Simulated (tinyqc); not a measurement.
Minority-electron transport through the base of a bipolar transistor (Moll-Ross and Kroemer integrals): one step, computed by the program tinyqc. Command: `OMP_NUM_THREADS=1 python tinyqc.py 3023616 3023617 out.jsonl base walk`. One thread of a shared host (Intel(R) Xeon(R) Processor @ 2.30GHz), about 0.03 s of CPU time with the checks.

Low injection, one dimension, x from the emitter edge (0) to the collector edge (W), s = x/W. Recombination is treated as a small correction (valid for tau_B well below tau_n), computed from the stored charge.

Question. Profile and built-in field. N(x) = N_0 (ratio)^(-s^2); n_i(x) = n_i; D(x) = (k_B T/e) mu, mu = mu_min + (mu_max - mu_min)/(1 + (N/N_ref)^0.7). Field that drives electrons towards the collector, averaged over the base: (k_B T/e) ln[N_0 n_i(W)^2/(N(W) n_i^2)]/W.

Inputs (values chosen for the exercise, modelled on GaAs):
```
quantity                               value        unit
base doping at the emitter edge N_0  3.5e+18      1/cm^3
base width W                              19          nm
mu_min                                   770  cm^2/(V s)
mu_max                                  7140  cm^2/(V s)
N_ref                                2.1e+17      1/cm^3
temperature T                            300           K
doping ratio N_0/N(W)                     12           -
```

Base doping profile: Gaussian. Gap grading: none. Exit of the base: infinite sink.

Constants: k_B = 8.617333262e-05 eV/K.

Give: Across the base; drift factor eta (potential drop in k_B T/e); mean built-in field.

Answer.

Across the base:
```
s    N (1/cm^3)  n_i(x)^2/n_i^2  D (cm^2/s)  y (s/cm^5)
0.0   3.500e+18               1       40.07   8.734e+16
0.2   3.169e+18               1       41.34   7.666e+16
0.4   2.352e+18               1       45.54   5.165e+16
0.6   1.431e+18               1       53.99   2.650e+16
0.8   7.135e+17               1       69.00   1.034e+16
1.0   2.917e+17               1       92.82   3.142e+15
```

drift factor eta (potential drop in k_B T/e) = 2.485

mean built-in field = 33.81 kV/cm
